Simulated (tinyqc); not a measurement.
Two-diode model of a solar cell: two steps of the calculation.

J is the current delivered and Vj = V + J Rs the junction voltage. J = X JL - J01 (exp(Vj/(n1 Vt)) - 1) - J02 (exp(Vj/(2 Vt)) - 1) - Vj/Rp. The photocurrent does not depend on voltage.

Values chosen for this exercise; values of the order met in cells of a lead-halide perovskite: temperature T = 298.15 K; photocurrent at one sun JL = 19.7 mA/cm^2; concentration X = 50 suns; saturation current of the first diode J01 = 8.9e-21 A/cm^2; ideality factor of the first diode n1 = 1; series resistance Rs = 0.0034 ohm cm^2; shunt resistance Rp = 3000 ohm cm^2; incident power at one sun Pin = 100 mW/cm^2; saturation current of the second diode (ideality 2) J02 = 4.3e-11 A/cm^2.

Constants: q = 1.602176634e-19 C, kB = 1.380649e-23 J/K, Vt = kB T/q. Results are converted to the units shown.

Task 1. New Vj. Maximum power: dP/dVj = f = J (1 + 2 Rs G) - G Vj = 0. G = -dJ/dVj = J01 exp(Vj/(n1 Vt))/(n1 Vt) + J02 exp(Vj/(2 Vt))/(2 Vt) + 1/Rp. H = dG/dVj; f' = -2 G - 2 Rs G^2 + (2 Rs J - Vj) H; Vj(new) = Vj - f/f'.

Vj at the start = 1.1 V

Find: J; G; H; f; f'; Vj after iteration 1.

Result 1.

J = 864.51 mA/cm^2
G = 3.0179 S/cm^2
H = 85.184 S/(cm^2 V)
f = -2437.4 mA/cm^2
f' = -99.300 S/cm^2
Vj after iteration 1 = 1.0755 V

Task 2. Figures of merit. Jsc at V = 0, Voc at J = 0, the maximum power point where J (1 + 2 Rs G) = G Vj with G = -dJ/dVj; FF = Vmp Jmp/(Voc Jsc); efficiency Vmp Jmp/(X Pin). Empirical fill factor without parasitics FF0 = (v - ln(v + 0.72))/(v + 1), v = Voc/(n1 Vt).

Find: Jsc; Voc; Vmp; Jmp; FF; efficiency; FF0.

Result 2.

Jsc = 985.0 mA/cm^2
Voc = 1.174 V
Vmp = 1.051 V
Jmp = 944.1 mA/cm^2
FF = 0.8578
efficiency = 19.84 %
FF0 = 0.8964

FF is 4.3 % below FF0. Removing one loss at a time changes the efficiency by: second diode +1.05, series resistance +0.06, shunt +0.01 points.

Computed by the program tinyqc: `OMP_NUM_THREADS=1 python tinyqc.py 2280025 2280026 out.jsonl`, one thread of a shared Intel Xeon 2.30GHz, about 0.01 s for the whole run.
